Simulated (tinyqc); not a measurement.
Mass and g factor above the band edge: five-level k.p model folded onto the conduction band.

Second-order sums for the lowest conduction level at E: 1/m = 1 + Cm + (Ep/3)(2/E + 1/(E + Dso)) - (Ep2/3)(2/(E7 + D2 - E) + 1/(E7 - E)); g/2 = 1 + Cg - (Ep/3)(1/E - 1/(E + Dso)) - (Ep2/3)(1/(E7 - E) - 1/(E7 + D2 - E)). E is counted from the top of the valence band; E = Eg at the edge.

Parameters, chosen for this exercise (near those of InAs; shifted at random, so the results belong to these values and not to a real crystal): Eg = 0.416 eV (gap at Gamma to the s-like level); Dso = 0.393 eV (spin-orbit splitting); Ep = 21.6 eV (Kane energy); E7 = 4.37 eV (upper Gamma7 conduction level, from the valence top); D2 = 0.16 eV (its spin-orbit splitting, Gamma8 above Gamma7); Ep2 = 3.4 eV (Kane energy to the upper levels); Cm = -2 (remote term in 1/m); Cg = 0 (remote term in g/2).

The sums are evaluated at E = Eg + dE, as is done for confined or hot electrons.

Results:

| dE (meV) | m(E) | g(E) | m(E)/m(Eg) | 1 + dE/Eg |
|---|---|---|---|---|
| 0 | 0.0240 | -14.838 | 1.0000 | 1.0000 |
| 10 | 0.0245 | -14.243 | 1.0227 | 1.0240 |
| 25 | 0.0254 | -13.409 | 1.0566 | 1.0601 |
| 50 | 0.0267 | -12.160 | 1.1133 | 1.1202 |
| 75 | 0.0281 | -11.061 | 1.1701 | 1.1803 |
| 100 | 0.0294 | -10.089 | 1.2269 | 1.2404 |
| 150 | 0.0322 | -8.450 | 1.3410 | 1.3606 |

Over 150 meV the mass grows by 34.1 %, against 36.1 % for two levels alone, and g moves from -14.838 to -8.450, towards the free value 2.

(tinyqc, `OMP_NUM_THREADS=1 python tinyqc.py 1080465 1080466 out.jsonl`, Intel(R) Xeon(R) Processor @ 2.30GHz, 1 thread, shared host, about 0.01 s.)
